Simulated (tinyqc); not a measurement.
Worked calculation: empirical pseudopotential in a few plane waves. One step of it, computed by the program tinyqc.

Task: Levels at k. Diagonalise the Hermitian matrix.

H(k) at k (eV), lower triangle (Hermitian):
```
                     +0+0+0               -1-1-1               -1-1+1               -1+1-1
+0+0+0             1.986276
-1-1-1   1.866411-0.760034i             6.172550
-1-1+1  -1.866411-0.760034i   0.000000+0.380959i             4.703682
-1+1-1  -1.866411-0.760034i   0.000000+0.380959i            -0.122451            13.516889
-1+1+1  -1.866411+0.760034i             0.122451   0.000000+0.380959i   0.000000+0.380959i
+1-1-1  -1.866411-0.760034i   0.000000+0.380959i            -0.122451            -0.122451
+1-1+1  -1.866411+0.760034i             0.122451   0.000000+0.380959i             0.000000
+1+1-1  -1.866411+0.760034i             0.122451             0.000000   0.000000+0.380959i
+1+1+1   1.866411+0.760034i             0.000000             0.122451             0.122451
-2+0+0   0.000000-0.380959i  -1.866411+0.760034i  -1.866411-0.760034i  -1.866411-0.760034i
+0-2+0   0.000000-0.380959i  -1.866411+0.760034i  -1.866411-0.760034i   0.615723-0.048103i
+0+0-2   0.000000-0.380959i  -1.866411+0.760034i   0.615723-0.048103i  -1.866411-0.760034i
+0+0+2   0.000000+0.380959i  -0.615723-0.048103i   1.866411+0.760034i  -0.615723+0.048103i
+0+2+0   0.000000+0.380959i  -0.615723-0.048103i  -0.615723+0.048103i   1.866411+0.760034i
+2+0+0   0.000000+0.380959i  -0.615723-0.048103i  -0.615723+0.048103i  -0.615723+0.048103i

                     -1+1+1               +1-1-1               +1-1+1               +1+1-1
-1+1+1            12.048021
+1-1-1             0.000000            13.957549
+1-1+1            -0.122451   0.000000+0.380959i            12.488681
+1+1-1            -0.122451   0.000000+0.380959i            -0.122451            21.301888
+1+1+1   0.000000+0.380959i             0.122451   0.000000+0.380959i   0.000000+0.380959i
-2+0+0   1.866411-0.760034i   0.615723-0.048103i  -0.615723-0.048103i  -0.615723-0.048103i
+0-2+0  -0.615723-0.048103i  -1.866411-0.760034i   1.866411-0.760034i  -0.615723-0.048103i
+0+0-2  -0.615723-0.048103i  -1.866411-0.760034i  -0.615723-0.048103i   1.866411-0.760034i
+0+0+2  -1.866411+0.760034i  -0.615723+0.048103i  -1.866411+0.760034i   0.615723+0.048103i
+0+2+0  -1.866411+0.760034i  -0.615723+0.048103i   0.615723+0.048103i  -1.866411+0.760034i
+2+0+0   0.615723+0.048103i   1.866411+0.760034i  -1.866411+0.760034i  -1.866411+0.760034i

                     +1+1+1     -2+0+0     +0-2+0     +0+0-2
+1+1+1            19.833020
-2+0+0  -0.615723+0.048103i   8.889955
+0-2+0  -0.615723+0.048103i  -0.122451   9.330615
+0+0-2  -0.615723+0.048103i  -0.122451  -0.122451  18.143822
+0+0+2  -1.866411-0.760034i   0.122451   0.122451   0.000000
+0+2+0  -1.866411-0.760034i   0.122451   0.000000   0.122451
+2+0+0  -1.866411-0.760034i   0.000000   0.122451   0.122451

           +0+0+2     +0+2+0     +2+0+0
+0+0+2  15.206086
+0+2+0  -0.122451  24.019293
+2+0+0  -0.122451  -0.122451  24.459953
```

Give: eigenvalues.

Result:

eigenvalues (eV): -1.9054  3.3512  5.5651  6.7034  10.2706  11.5281  13.0392  13.1416  14.6243  16.6272  18.7117  19.1948  22.6926  25.4682  27.0457
